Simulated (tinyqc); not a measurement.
From results back to parameters: band-to-band tunnelling across a p-n junction in a two-band chain. Three cases, with inputs chosen for the exercise.

Problem. In a uniform field T = exp(-B/F), B = (pi/4) sqrt(m/c) Eg^(3/2), c = hbar^2/2m0, 1 V/angstrom = 100 MV/cm. m is the band-edge mass, the same for both bands (twice the reduced mass). The ratio below comes from a hidden m.

Constants: hbar^2/2m0 = 3.80998211 eV angstrom^2.

Case 1.

Values chosen (out of a larger set: gap and mass near those of InAs; not measured data):
- Eg = 0.356 eV (gap)
- F1 = 0.97 MV/cm (first field)
- F2 = 2.44 MV/cm (second field)

ln(T2/T1) = 0.824077

Case 2.

Values chosen (out of a larger set: gap and mass near those of GaAs; not measured data):
- Eg = 1.464 eV (gap)
- F1 = 0.97 MV/cm (first field)
- F2 = 2.96 MV/cm (second field)

ln(T2/T1) = 13.600794

Case 3.

Values chosen (out of a larger set: gap and mass near those of InSb; not measured data):
- Eg = 0.175 eV (gap)
- F1 = 1.04 MV/cm (first field)
- F2 = 2.26 MV/cm (second field)

ln(T2/T1) = 0.176993

Find: B; m.

Solution. B is the logarithm over 1/F1 - 1/F2, and m = c (4B/pi)^2/Eg^3 with B in V/angstrom.

Case 1.

B = 1.327 MV/cm
m = 0.0241 m0

Case 2.

B = 19.623 MV/cm
m = 0.0758 m0

Case 3.

B = 0.341 MV/cm
m = 0.0134 m0

Computed by tinyqc, one run a case: `OMP_NUM_THREADS=1 python tinyqc.py N N+1 out.jsonl` with N = 1480147, 1480165, 1480168; one thread of a shared Intel(R) Xeon(R) Processor @ 2.30GHz, about 0.01 s a run at most.
